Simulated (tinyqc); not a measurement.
Haynes-Shockley experiment: drift, diffusion and decay of a minority-carrier pulse. Inputs raised by 2 %, one at a time. Computed by tinyqc, a small Python program. Command: `OMP_NUM_THREADS=1 python tinyqc.py 3110338 3110339 out.jsonl haynes sens`. One thread of a shared host (Intel(R) Xeon(R) Processor @ 2.30GHz), about 0.02 s of CPU time with the checks.

A thin sheet of excess carriers is made at x = 0, t = 0 in a long uniform bar; injection is low, so the pulse moves with the minority mobility.

Inputs (values chosen for the exercise, modelled on holes in n-type germanium in a lightly doped bar):
```
quantity                       value         unit
minority mobility mu            2000   cm^2/(V s)
lifetime tau                      43  microsecond
temperature T                    250            K
field F                           33         V/cm
distance d to the collector     0.38           cm
injected sheet density N0    2.7e+10       1/cm^2
```

Constants: k_B = 8.617333262e-05 eV/K.

Method:
- D = mu k_B T/e, v = mu F.
- Transit time d/v, diffusion length sqrt(D tau), drift length v tau, Peclet number v d/D = e F d/(k_B T).
- dn(x, t) = N0/sqrt(4 pi D t) exp(-(x - v t)^2/(4 D t) - t/tau).
- At fixed x the signal peaks where d ln(dn)/dt = 0: a t^2 + t/2 - x^2/(4 D) = 0 with a = v^2/(4 D) + 1/tau.
- The full width at half maximum is found by solving dn(x, t) = peak/2 on both sides of the peak.
- With w the full width at half maximum: mu = d/(F t_p); D = (w d)^2/(16 ln2 t_p^3); Einstein ratio D/mu against k_B T/e.

Runs; columns: (1) input moved; (2) from; (3) to; (4) peak density (1/cm^3); (5) width at half maximum (microsecond); (6) apparent mobility (cm^2/(V s)); (7) apparent D (cm^2/s):
```
(1)                                     (2)        (3)         (4)      (5)     (6)     (7)
base run                                  -          -  4.2327e+11  0.79329  2004.4  43.212
minority mobility mu (cm^2/(V s))      2000       2040  4.2438e+11  0.77775  2044.4  44.076
lifetime tau (microsecond)               43      43.86  4.2438e+11  0.79330  2004.3  43.212
temperature T (K)                       250        255  4.1910e+11  0.80116  2004.4  44.079
field F (V/cm)                           33      33.66  4.2860e+11  0.77011  2004.3  43.210
distance d to the collector (cm)       0.38     0.3876  4.1797e+11  0.80120  2004.3  43.210
injected sheet density N0 (1/cm^2)  2.7e+10  2.754e+10  4.3173e+11  0.79329  2004.4  43.212
```

Exponents ln(y'/y) / ln(x'/x):
```
input                        peak density  width at half maximum  apparent mobility  apparent D
minority mobility mu                0.132                 -0.999              1.000       1.000
lifetime tau                        0.132                  0.001              0.000       0.000
temperature T                      -0.499                  0.498              0.002       1.003
field F                             0.632                 -1.498             -0.003      -0.003
distance d to the collector        -0.636                  0.501             -0.002      -0.003
injected sheet density N0           1.000                  0.000              0.000       0.000
```

Among the inputs moved here: peak density answers most in size to injected sheet density N0 (exponent +1.000), next to distance d to the collector (-0.636). Its exponent +1.000 in injected sheet density N0: the equation is linear. Width at half maximum answers most in size to field F (exponent -1.498), next to minority mobility mu (-0.999); its exponent is below 0.0005 for injected sheet density N0. Its exponent -1.498 in field F: sqrt(D t)/v with t = d/v. Its exponent +0.501 in distance d to the collector: the spread grows as sqrt(t). Apparent mobility answers most in size to minority mobility mu (exponent +1.000); its exponent is below 0.0005 for lifetime tau, injected sheet density N0. Apparent D answers most in size to temperature T (exponent +1.003), and about equally to minority mobility mu (+1.000); its exponent is below 0.0005 for lifetime tau, injected sheet density N0.

Extremes, crossings and ranges named in words are read from the listed rows.
